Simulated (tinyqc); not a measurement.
## Threshold of a short bulk MOSFET: charge sharing, barrier lowering, narrow width: threshold roll-off against channel length

n-channel device on a p-type body, depletion approximation, full ionisation. Uniform doping N = Na. Vbi from Boltzmann statistics is rough for the degenerate source. Cox = eps0 eox/tox.

ni = sqrt(Nc Nv) exp(-Eg/(2 Vt)), Eg in volts; 2 pB = 2 Vt ln(N/ni); flat band Vfb - Vt ln(N/Na); Wd = sqrt(2 eps0 eps_r (2 pB - Vbs)/(q N)); body term q N Wd/Cox; long-channel VT0 = flat band + 2 pB + body term; Vbi = Vt ln(N Nsd/ni^2); scale length l = sqrt((eps_r/eox) tox Wd). Charge sharing (trapezoid; it ignores Vds): F = (xj/L)(sqrt(1 + 2 Wd/xj) - 1), lowering = body term times F. Barrier lowering: th = exp(-L/(2 l)) + 2 exp(-L/l), lowering = th [2 (Vbi - 2 pB) + Vds], DIBL = th. Narrow width: rise = body term times xw Wd/W. VT by each model = VT0 - lowering + rise. DIBL under 0.001 mV/V is printed as 0.

Inputs (values chosen for the exercise); band and dielectric values close to those of silicon:

| symbol | value | unit | meaning |
|---|---|---|---|
| T | 300 | K | temperature |
| Eg | 1.1 | eV | band gap |
| eps_r | 11.6 |  | relative permittivity |
| Nc | 2.83e19 | cm^-3 | conduction-band density of states at T |
| Nv | 2.64e19 | cm^-3 | valence-band density of states at T |
| eox | 7.61 |  | relative permittivity of the gate insulator (close to silicon nitride) |
| tox | 13 | nm | insulator thickness |
| Na | 3.2e17 | cm^-3 | channel doping |
| Nsd | 1e20 | cm^-3 | source and drain doping |
| Vfb | -0.83 | V | flat-band voltage for the doping Na |
| xj | 20 | nm | junction depth |
| Vbs | -1 | V | body-source voltage |
| Vds | 1 | V | drain-source voltage |
| W | 350 | nm | gate width |
| xw | 0.7854 |  | shape factor of the fringing depletion at the width edges |

Constants: q = 1.602176634e-19 C, kB = 1.380649e-23 J/K, Vt = kB T/q, eps0 = 8.8541878128e-14 F/cm where lengths are in cm. Results are converted to the units shown.

The same in every row: N (cm^-3) = 3.200e17; VT0 (V) = 0.8963.

Result of one run:
```
L/l	F	DIBL (mV/V)	VT, charge sharing (V)	VT, barrier lowering (V)
9.658	0.1054	8.122	0.9724	1.052
```

Which channel length L gave this result: 400, 570, 830, 1200 or 2500 nm?

L = 400 nm.

The whole series:
```
L (nm)	L/l	F	DIBL (mV/V)	VT, charge sharing (V)	VT, barrier lowering (V)
130	3.139	0.3242	294.8	0.7850	0.6802
190	4.588	0.2218	121.2	0.8726	0.9053
270	6.519	0.1561	41.35	0.9289	1.009
400	9.658	0.1054	8.122	0.9724	1.052
570	13.76	0.07394	1.029	0.9993	1.061
830	20.04	0.05078	0.04449	1.019	1.063
1200	28.97	0.03512	0	1.033	1.063
1700	41.05	0.02479	0	1.041	1.063
2500	60.36	0.01686	0	1.048	1.063
```

VT by barrier lowering rises from 0.680 to 1.06 V and VT by charge sharing rises from 0.785 to 1.05 V. DIBL is under 100 mV/V from L = 270 nm on among the rows (th = 0.1 at L/l = 4.92). For L = 130 DIBL exceeds 250 mV/V, where the barrier formula is rough.

Numbers from tinyqc (`OMP_NUM_THREADS=1 python tinyqc.py 2002125 2002126 out.jsonl`; about 0.01 s on one thread of a shared Intel Xeon 2.30GHz).
